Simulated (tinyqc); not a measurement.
Changing the temperature T: inversion-layer mobility, back-scattering and ballistic limit of a field-effect transistor. Computed by tinyqc, a small Python program. Command: `OMP_NUM_THREADS=1 python tinyqc.py 3008297 3008298 out.jsonl mos sweep`. One thread of a shared host (Intel(R) Xeon(R) Processor @ 2.30GHz), about 0.01 s of CPU time with the checks.

The charge at the top of the source barrier is fixed by the gate; series resistance and short-channel effects are left out. F_j are Fermi integrals normalised to exp(eta) in the classical limit.

Inputs (values chosen for the exercise, modelled on a silicon n-channel):
```
quantity                                       value        unit
transport mass m                                0.18         m_0
valley degeneracy g_v                              2           -
weight w of the inversion charge                 0.5           -
permittivity eps                                11.7           -
phonon mobility at 1 MV/cm and 300 K, mu_ph      360  cm^2/(V s)
roughness mobility at 1 MV/cm, mu_sr            1800  cm^2/(V s)
Coulomb mobility at N_inv = 1e12/cm^2, mu_C     1200  cm^2/(V s)
electrical oxide thickness t_inv                 3.4          nm
depletion charge N_dep                       1.4e+12      1/cm^2
gate overdrive V_G - V_T                       0.066           V
drain voltage V_D                                1.2           V
channel length L                                  72          nm
exponent a of the critical length               0.63           -
```

Statistics at the top of the barrier: non-degenerate.

Constants: eps_0 = 8.8541878128e-12 F/m; e = 1.602176634e-19 C; m_0 = 9.1093837015e-31 kg; k_B = 1.380649e-23 J/K; hbar = 1.054571817e-34 J s; k_B = 8.617333262e-05 eV/K.

Method:
- N_inv = 3.9 eps_0 (V_G - V_T)/(e t_inv); effective field E_eff = e (N_dep + w N_inv)/(eps eps_0).
- mu_phonon = mu_ph (E_eff/1 MV/cm)^(-0.3) (T/300 K)^(-1.75); mu_rough = mu_sr (E_eff/1 MV/cm)^(-2); mu_Coulomb = mu_C (N_inv/1e12 cm^-2) (T/300 K); Matthiessen's rule adds 1/mu.
- Non-degenerate: every F_j(eta) is replaced by exp(eta).
- Ballistic channel: N_2D = g_v m k_B T/(pi hbar^2), U = e V_D/(k_B T); eta_F solves N_inv = (N_2D/2)[F_0(eta_F) + F_0(eta_F - U)]; v_T = sqrt(2 k_B T/(pi m)); I/W = e (N_2D/2) v_T [F_1/2(eta_F) - F_1/2(eta_F - U)]; injection velocity v_T F_1/2(eta_F)/F_0(eta_F).
- Mean free path lambda = (2 k_B T/e)(mu/v_T) F_0(eta_0)/F_-1/2(eta_0), with eta_0 from N_inv = N_2D F_0(eta_0); critical length l = L (1 + U)^(-a), an empirical rule; back-scattering r = l/(l + lambda). Then eta solves N_inv = (N_2D/2)[(1 + r) F_0(eta) + (1 - r) F_0(eta - U)] and I/W = e (N_2D/2) v_T (1 - r)[F_1/2(eta) - F_1/2(eta - U)].
- Ballistic ratio: I over the ballistic current. Apparent mobility 1/(1/mu + 1/mu_B), mu_B = mu L/lambda.

One run for each value; columns: (1) temperature T (K); (2) effective mobility mu (cm^2/(V s)); (3) current I/W (microampere/micrometre); (4) injection velocity (1e7 cm/s); (5) ballistic ratio; (6) mean free path lambda (nm):
```
(1)     (2)     (3)     (4)      (5)     (6)
77   125.56  13.922  0.6425  0.32328   2.594
99   157.90  17.964  0.7285  0.36789   3.698
130  197.84  23.134  0.8348  0.41343   5.310
160  228.40  27.458  0.9261  0.44231   6.801
210  259.05  33.092  1.0610  0.46530   8.837
270  265.28  37.398  1.2030  0.46376  10.261
350  241.63  39.774  1.3697  0.43320  10.641
450  196.73  39.239  1.5531  0.37691   9.824
```

Over the rows, effective mobility mu (cm^2/(V s)) goes from 126 through a maximum among these rows, 265 at 270, to 197; current I/W (microampere/micrometre) goes from 13.9 through a maximum among these rows, 39.8 at 350, to 39.2; injection velocity (1e7 cm/s) rises from 0.642 to 1.55 (exponent d ln y / d ln x about 0.50 throughout). The exponent of injection velocity stays at 0.50: a thermal velocity. mu changes by a factor 2.11 over the table and the current by 2.86.

Caution (rows 77.0, 99.0, 130, 160): eta_F is above -1, so the non-degenerate formulas understate the injection velocity and the current. Caution (all rows): the current exceeds the long-channel drift law, so the empirical rule for l, meant for short channels, is too generous here.

Extremes, crossings and ranges named in words are read from the listed rows.
